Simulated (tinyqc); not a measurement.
Empirical pseudopotential in a few plane waves, step by step. One step of it, computed by the program tinyqc.

Task: Bloch Hamiltonian at G. Basis: the 15 shortest G (labels in 2 pi/a), the same at every k. H(G,G') = c |k + G|^2 delta + VS(|G-G'|^2) cos((G-G').tau) + i VA sin((G-G').tau), tau = a/8 (1,1,1); 1 Ry = 13.605693 eV.

Parameters chosen for this model: fcc lattice, atoms at +/- a/8 (1,1,1); form factors in rydberg at |G|^2 in units of (2 pi/a)^2:
```
parameter                 value      unit
a                      5.720000  angstrom
VS(3)                 -0.206000        Ry
VS(8)                  0.006000        Ry
VS(11)                 0.031000        Ry
VA(3)                  0.089000        Ry
VA(4)                  0.039000        Ry
VA(11)                 0.031000        Ry
hbar^2/2m (2 pi/a)^2   4.597170        eV
```

k point G (2 pi / a): [0, 0, 0]

Give: H(k) at G.

Result:

H(k) at G (eV), order +0+0+0, -1-1-1, -1-1+1, -1+1-1, -1+1+1, +1-1-1, +1-1+1, +1+1-1, +1+1+1, -2+0+0, +0-2+0, +0+0-2, +0+0+2, +0+2+0, +2+0+0:
```
[[0.0000, 1.9819+0.8562i, -1.9819+0.8562i, -1.9819+0.8562i, -1.9819-0.8562i, -1.9819+0.8562i, -1.9819-0.8562i, -1.9819-0.8562i, 1.9819-0.8562i, 0.0000+0.5306i, 0.0000+0.5306i, 0.0000+0.5306i, 0.0000-0.5306i, 0.0000-0.5306i, 0.0000-0.5306i],
 [1.9819-0.8562i, 13.7915, 0.0000-0.5306i, 0.0000-0.5306i, -0.0816, 0.0000-0.5306i, -0.0816, -0.0816, 0.0000, -1.9819-0.8562i, -1.9819-0.8562i, -1.9819-0.8562i, -0.2982+0.2982i, -0.2982+0.2982i, -0.2982+0.2982i],
 [-1.9819-0.8562i, 0.0000+0.5306i, 13.7915, 0.0816, 0.0000-0.5306i, 0.0816, 0.0000-0.5306i, 0.0000, -0.0816, -1.9819+0.8562i, -1.9819+0.8562i, 0.2982+0.2982i, 1.9819-0.8562i, -0.2982-0.2982i, -0.2982-0.2982i],
 [-1.9819-0.8562i, 0.0000+0.5306i, 0.0816, 13.7915, 0.0000-0.5306i, 0.0816, 0.0000, 0.0000-0.5306i, -0.0816, -1.9819+0.8562i, 0.2982+0.2982i, -1.9819+0.8562i, -0.2982-0.2982i, 1.9819-0.8562i, -0.2982-0.2982i],
 [-1.9819+0.8562i, -0.0816, 0.0000+0.5306i, 0.0000+0.5306i, 13.7915, 0.0000, 0.0816, 0.0816, 0.0000-0.5306i, 1.9819+0.8562i, -0.2982+0.2982i, -0.2982+0.2982i, -1.9819-0.8562i, -1.9819-0.8562i, 0.2982-0.2982i],
 [-1.9819-0.8562i, 0.0000+0.5306i, 0.0816, 0.0816, 0.0000, 13.7915, 0.0000-0.5306i, 0.0000-0.5306i, -0.0816, 0.2982+0.2982i, -1.9819+0.8562i, -1.9819+0.8562i, -0.2982-0.2982i, -0.2982-0.2982i, 1.9819-0.8562i],
 [-1.9819+0.8562i, -0.0816, 0.0000+0.5306i, 0.0000, 0.0816, 0.0000+0.5306i, 13.7915, 0.0816, 0.0000-0.5306i, -0.2982+0.2982i, 1.9819+0.8562i, -0.2982+0.2982i, -1.9819-0.8562i, 0.2982-0.2982i, -1.9819-0.8562i],
 [-1.9819+0.8562i, -0.0816, 0.0000, 0.0000+0.5306i, 0.0816, 0.0000+0.5306i, 0.0816, 13.7915, 0.0000-0.5306i, -0.2982+0.2982i, -0.2982+0.2982i, 1.9819+0.8562i, 0.2982-0.2982i, -1.9819-0.8562i, -1.9819-0.8562i],
 [1.9819+0.8562i, 0.0000, -0.0816, -0.0816, 0.0000+0.5306i, -0.0816, 0.0000+0.5306i, 0.0000+0.5306i, 13.7915, -0.2982-0.2982i, -0.2982-0.2982i, -0.2982-0.2982i, -1.9819+0.8562i, -1.9819+0.8562i, -1.9819+0.8562i],
 [0.0000-0.5306i, -1.9819+0.8562i, -1.9819-0.8562i, -1.9819-0.8562i, 1.9819-0.8562i, 0.2982-0.2982i, -0.2982-0.2982i, -0.2982-0.2982i, -0.2982+0.2982i, 18.3887, 0.0816, 0.0816, -0.0816, -0.0816, 0.0000],
 [0.0000-0.5306i, -1.9819+0.8562i, -1.9819-0.8562i, 0.2982-0.2982i, -0.2982-0.2982i, -1.9819-0.8562i, 1.9819-0.8562i, -0.2982-0.2982i, -0.2982+0.2982i, 0.0816, 18.3887, 0.0816, -0.0816, 0.0000, -0.0816],
 [0.0000-0.5306i, -1.9819+0.8562i, 0.2982-0.2982i, -1.9819-0.8562i, -0.2982-0.2982i, -1.9819-0.8562i, -0.2982-0.2982i, 1.9819-0.8562i, -0.2982+0.2982i, 0.0816, 0.0816, 18.3887, 0.0000, -0.0816, -0.0816],
 [0.0000+0.5306i, -0.2982-0.2982i, 1.9819+0.8562i, -0.2982+0.2982i, -1.9819+0.8562i, -0.2982+0.2982i, -1.9819+0.8562i, 0.2982+0.2982i, -1.9819-0.8562i, -0.0816, -0.0816, 0.0000, 18.3887, 0.0816, 0.0816],
 [0.0000+0.5306i, -0.2982-0.2982i, -0.2982+0.2982i, 1.9819+0.8562i, -1.9819+0.8562i, -0.2982+0.2982i, 0.2982+0.2982i, -1.9819+0.8562i, -1.9819-0.8562i, -0.0816, 0.0000, -0.0816, 0.0816, 18.3887, 0.0816],
 [0.0000+0.5306i, -0.2982-0.2982i, -0.2982+0.2982i, -0.2982+0.2982i, 0.2982+0.2982i, 1.9819+0.8562i, -1.9819+0.8562i, -1.9819+0.8562i, -1.9819-0.8562i, 0.0000, -0.0816, -0.0816, 0.0816, 0.0816, 18.3887]]
```
